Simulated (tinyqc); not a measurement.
Worked calculation: FCI on RHF in the sto-3g basis, for B+, spin multiplicity 1. One step of it, computed by the program tinyqc.

Question. Iteration 1: building the Fock matrix. J_ij = sum D_kl (ij|kl), K_ij = sum D_kl (ik|jl); F = H + J - 0.5 K; E = tr D H + tr D J / 2 - 0.25 tr D K + E_nn.

D at the start, lower triangle:
```
            1B 1s     1B 2s    1B 2px    1B 2py    1B 2pz
1B 1s    1.749106
1B 2s   -0.463501  1.729371
1B 2px   0.000000  0.000000  0.257064
1B 2py   0.000000  0.000000  0.000000  0.257064
1B 2pz   0.000000  0.000000  0.000000  0.000000  0.257064
```

core Hamiltonian H = T + V (hartree), lower triangle:
```
             1B 1s      1B 2s     1B 2px     1B 2py     1B 2pz
1B 1s   -12.321086
1B 2s    -3.187330  -3.412465
1B 2px    0.000000   0.000000  -2.617559
1B 2py    0.000000   0.000000   0.000000  -2.617559
1B 2pz    0.000000   0.000000   0.000000   0.000000  -2.617559
```

Two-electron integrals (ij|kl) in chemists' order, unique and non-zero (hartree):
```
(11|11) 2.923513   (21|11) 0.518376   (21|21) 0.109262   (22|11) 0.744229
(22|21) 0.193177   (22|22) 0.544804   (31|31) 0.020264   (32|31) 0.029996
(32|32) 0.120346   (33|11) 0.742491   (33|21) 0.193240   (33|22) 0.544682
(33|33) 0.586773   (41|41) 0.020264   (42|41) 0.029996   (42|42) 0.120346
(43|43) 0.031630   (44|11) 0.742491   (44|21) 0.193240   (44|22) 0.544682
(44|33) 0.523513   (44|44) 0.586773   (51|51) 0.020264   (52|51) 0.029996
(52|52) 0.120346   (53|53) 0.031630   (54|54) 0.031630   (55|11) 0.742491
(55|21) 0.193240   (55|22) 0.544682   (55|33) 0.523513   (55|44) 0.523513
(55|55) 0.586773
```

nuclear repulsion = 0 hartree

Give: Coulomb J; exchange K; Fock matrix F; total energy of this density.

Answer.

Coulomb J (hartree), lower triangle:
```
         1B 1s   1B 2s  1B 2px  1B 2py  1B 2pz
1B 1s   6.4926
1B 2s   1.2885  2.4849
1B 2px  0.0000  0.0000  2.4815
1B 2py  0.0000  0.0000  0.0000  2.4815
1B 2pz  0.0000  0.0000  0.0000  0.0000  2.4815
```

exchange K (hartree), lower triangle:
```
         1B 1s   1B 2s  1B 2px  1B 2py  1B 2pz
1B 1s   4.8376
1B 2s   0.8683  1.0470
1B 2px  0.0000  0.0000  0.3829
1B 2py  0.0000  0.0000  0.0000  0.3829
1B 2pz  0.0000  0.0000  0.0000  0.0000  0.3829
```

Fock matrix F (hartree), lower triangle:
```
          1B 1s    1B 2s   1B 2px   1B 2py   1B 2pz
1B 1s   -8.2472
1B 2s   -2.3330  -1.4511
1B 2px   0.0000   0.0000  -0.3275
1B 2py   0.0000   0.0000   0.0000  -0.3275
1B 2pz   0.0000   0.0000   0.0000   0.0000  -0.3275
```

total energy of this density = -20.770447 hartree

This density is the starting one; it is not idempotent, so its energy is not variational and may lie below the converged one.
